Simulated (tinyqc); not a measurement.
What the corrections do to the levels: formation energy of a charged point defect from supercell energies. Computed by tinyqc, a small Python program. Command: `OMP_NUM_THREADS=1 python tinyqc.py 3024497 3024498 out.jsonl formation walk`. One thread of a shared host (Intel(R) Xeon(R) Processor @ 2.30GHz), about 0.01 s of CPU time with the checks.

The host is a compound AB. Making the defect adds n_A = -1, n_B = 0 atoms to the cell. All total energies are inputs. E_F is counted from the valence-band maximum (VBM); x = 0 is A-rich and x = 1 B-rich growth.

Inputs (values chosen for the exercise, for a model compound AB):

| quantity | value | unit |
|---|---|---|
| gap E_g | 1.46 | eV |
| E_VBM of the host cell | 3.082 | eV |
| potential alignment dV | -0.057 | eV |
| dielectric constant eps | 13.3 | - |
| cell length L | 13.2 | angstrom |
| mu_A of the pure element | -5.315 | eV |
| formation enthalpy dH of AB | -0.565 | eV |
| growth condition x | 0.71 | - |

Defect: vacancy of A. Supercell lattice: sc.

charge states q: 3  2  1  0

E(defect, q) - E(host), in the order of q (eV): -3.462  0.622  4.6  9.077

Constants: e^2/(4 pi eps_0) = 14.39964548 eV angstrom.

Method:
- dmu_A = x dH and dmu_B = (1 - x) dH, so that dmu_A + dmu_B = dH; mu = mu(element) + dmu.
- The reservoir term is sum n_i mu_i.
- Image-charge correction of a point charge in a neutralising background: E_corr = q^2 alpha e^2/(4 pi eps_0) / (2 eps L), alpha = 2.837297 for a sc array with L the cube root of the volume.
- E_f(q, E_F) = [E(defect, q) - E(host)] - sum n_i mu_i + q (E_VBM + dV + E_F) + E_corr(q).
- Levels eps(q/q-1) with the terms q dV and E_corr left out or kept.

E_f(q, 0) (eV): (q=+3) 0.94408, (q=+2) 1.42129, (q=+1) 2.02521, (q=0) 3.36085

E_corr (eV): (q=+3) 1.04723, (q=+2) 0.46544, (q=+1) 0.11636, (q=0) 0.00000

Levels above the VBM (eV):

| level | raw | with alignment | with image charge | with both |
|---|---|---|---|---|
| (+3/+2) | 1.002 | 1.059 | 0.4202 | 0.4772 |
| (+2/+1) | 0.896 | 0.953 | 0.5469 | 0.6039 |
| (+1/0) | 1.395 | 1.452 | 1.2786 | 1.3356 |

Alignment moves every level by -dV = +0.057 eV. The image term moves eps(q/q-1) by (1 - 2q) E_corr(1): (+3/+2) by -0.582, (+2/+1) by -0.349, (+1/0) by -0.116 eV, donor levels down and acceptor levels up. It adds 2 E_corr(1) = 0.233 eV to every U, which turns an apparent negative U of the raw energies into a positive one. Caution: the largest image-charge correction in these energies, q^2 alpha e^2/(8 pi eps_0 eps L) with alpha = 2.837297, exceeds a quarter of the gap; the point-charge term alone is then a rough estimate, usually too large for a charge that is spread out.

Extremes, crossings and ranges named in words are read from the listed rows.
